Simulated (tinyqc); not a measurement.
Valence-band offset from core levels (Kraut method), with the dipole against the affinity rule: one step of the calculation.

Binding energies are counted downwards from the Fermi level. dEv > 0 means that the valence edge of B lies below that of A, dEc > 0 that the conduction edge of B lies above that of A; dEc + dEv = EgB - EgA. The spectra are made-up values treated as data.

Problem. Offsets. dEv = (iB - iA) - (cB - vB) + (cA - vA), dEc = EgB - EgA - dEv.

Values chosen for this exercise; gaps and affinities close to those of silicon (A) and aluminium oxide (B):
- EgA = 1.14 eV (gap of the substrate A)
- EgB = 8.89 eV (gap of the overlayer B)
- cA = 35.4 eV (core level of bare A)
- cB = 68.5 eV (core level of thick B)
- vB = 2.31 eV (valence-band maximum of thick B)
- iA = 35.71 eV (core level of A under a thin film of B)
- iB = 71.68 eV (core level of B in that thin film)

vA = 0.75647191 eV

Give: cA - vA; cB - vB; iB - iA; dEv; dEc.

Solution.

cA - vA = 34.644 eV
cB - vB = 66.190 eV
iB - iA = 35.970 eV
dEv = 4.4235 eV
dEc = 3.3265 eV

The alignment is type I (straddling). Both offsets exceed 1 eV, the usual requirement for a gate dielectric. A rigid shift of all levels, by charging or doping, cancels in the differences.

tinyqc, about 0.01 s, one thread, Intel Xeon 2.30GHz (shared host): `OMP_NUM_THREADS=1 python tinyqc.py 2410014 2410015 out.jsonl`
